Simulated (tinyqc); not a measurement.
Three-phonon processes in a diatomic chain: dispersion, energy and momentum conservation, and decay channels of optical phonons: one step, computed by the program tinyqc.

Cell length a, two atoms, one spring constant. x = q a/pi runs from -1 to 1; A and O are the acoustic and optical branches. Matrix elements are not computed: only conservation laws and occupation factors are followed.

Task: Dispersion. omega^2 = k (1/m + 1/M) -/+ k sqrt((1/m + 1/M)^2 - 4 sin^2(pi x/2)/(m M)); nu = 15.6333042 THz x sqrt(omega^2) for eV/(angstrom^2 u).

Inputs (values chosen for the exercise, for a model chain): light mass m = 69.7 u; heavy mass M = 123 u; spring constant k = 6.5 eV/angstrom^2.

Constants: nu for 1 eV/(angstrom^2 u) = 15.6333042 THz.

Give: the table «Branches» with the columns nu_A (THz), nu_O (THz), for x = 0.10, 0.20, 0.35, 0.50, 0.65, 0.80, 0.90, 1.00.

Result:

Branches:
```
x     nu_A (THz)  nu_O (THz)
0.10       0.637       8.427
0.20       1.269       8.355
0.35       2.197       8.160
0.50       3.084       7.868
0.65       3.904       7.495
0.80       4.606       7.085
0.90       4.946       6.852
1.00       5.082       6.752
```
